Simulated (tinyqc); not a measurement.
# Inverter chain driving a load

N inverters, each f = Hc^(1/N) times larger than the one before: delay tau N (f + pp). Switched capacitance in units of the first input, with output capacitance pp times the input: Hc + (1 + pp)(Hc - 1)/(f - 1).

Inputs (values chosen for the exercise): load over the input capacitance of the chain Hc = 60; parasitic delay of an inverter pp = 0; delay unit tau = 1.4 ps.

Inverter chain driving a load:
```
N      f  delay (ps)  switched capacitance
1  60.00       84.00                 61.00
2  7.746       21.69                 68.75
3  3.915       16.44                 80.24
4  2.783       15.59                 93.09
5  2.268       15.88                 106.5
6  1.979       16.62                 120.3
7  1.795       17.59                 134.2
8  1.668       18.68                 148.3
```

The delay goes from 84.0 through a minimum of 15.6 (at N = 4 among the rows listed) to 18.7 ps. The best stage effort solves pp + rho (1 - ln rho) = 0, rho = 2.72, which gives N = ln Hc/ln rho = 4.09. One stage fewer than the best costs 5.5 % in delay and saves 14 % of the switched capacitance.

Program tinyqc, `OMP_NUM_THREADS=1 python tinyqc.py 2082003 2082004 out.jsonl`; Intel Xeon 2.30GHz, shared host, one thread, about 0.01 s.
